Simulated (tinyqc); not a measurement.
Stillinger-Weber potential for a tetrahedral semiconductor. Changing the three-body strength lambda. Computed by tinyqc, a small Python program. Command: `OMP_NUM_THREADS=1 python tinyqc.py 3027460 3027461 out.jsonl swsi sweep`. One thread of a shared host (Intel(R) Xeon(R) Processor @ 2.30GHz), about 0.06 s of CPU time with the checks.

With x = r/sigma: pair term eps A (B x^-4 - 1) exp(1/(x - a)); for each pair of neighbours j, k of atom i, three-body term eps lambda exp(gamma/(x_ij - a) + gamma/(x_ik - a)) (cos theta_jik + 1/3)^2; both vanish beyond x = a. A = 7.049556277, B = 0.6022245584, a = 1.8.

Inputs (values chosen for the exercise, modelled on germanium): energy scale eps = 1.846 eV; length scale sigma = 2.189 angstrom; gamma = 1.2.

Constants: 1 eV/angstrom^3 = 160.2176634 GPa.

Method. All angles are tetrahedral, so only the pair term acts; its minimum lies at x = 2^(1/6) with depth eps, and second neighbours lie beyond the cut-off. a0 = 4 d/sqrt3; E = -2 eps per atom. Second derivatives of the energy per atom, volume a0^3/8: e_xx gives C11, e_xx = -e_yy gives 2 (C11 - C12), e_xy = e_yx = h/2 gives the unrelaxed C44(0). Under that shear the second sublattice shifts by u_z; minimising over u_z gives C44 = C44(0) - E_hu^2/(E_uu V) and Kleinman's zeta = |E_hu/E_uu|/(a0/4). The optical force constant is k = 4 E_uu, with M omega^2 = k at the zone centre.

One run for each value:

| three-body strength lambda | C44 (GPa) | internal strain zeta | C11 (GPa) | C12 (GPa) | unrelaxed C44(0) (GPa) |
|---|---|---|---|---|---|
| 2 | 5.170 | 0.95447 | 79.26 | 73.928 | 76.298 |
| 5 | 12.362 | 0.89114 | 84.59 | 71.262 | 77.186 |
| 10 | 23.051 | 0.79701 | 93.48 | 66.819 | 78.667 |
| 15 | 32.386 | 0.71481 | 102.36 | 62.376 | 80.148 |
| 21 | 42.136 | 0.62895 | 113.03 | 57.044 | 81.926 |
| 30 | 54.424 | 0.52074 | 129.02 | 49.046 | 84.591 |
| 40 | 65.581 | 0.42249 | 146.80 | 40.160 | 87.554 |
| 60 | 82.491 | 0.27357 | 182.34 | 22.387 | 93.478 |

Describe and explain the trends.

Over the rows, C44 (GPa) rises from 5.17 to 82.5 (exponent d ln y / d ln x 0.95 between the first rows and 0.57 between the last); internal strain zeta falls from 0.954 to 0.274 (exponent d ln y / d ln x -0.075 between the first rows and -1.1 between the last); C11 (GPa) rises from 79.3 to 182 (exponent d ln y / d ln x 0.071 between the first rows and 0.53 between the last). At the low end the exponent of C44 is 0.95, close to 1: without bond bending the relaxed lattice has no shear stiffness. (C11 + 2 C12)/3 stays at 75.71 GPa, since uniform compression bends no bond, while (C11 - C12)/2 is proportional to lambda, 1.333 GPa per unit.

Caution (all rows): the original fit to silicon is too soft in shear (C44) and too stiff for the optical mode.
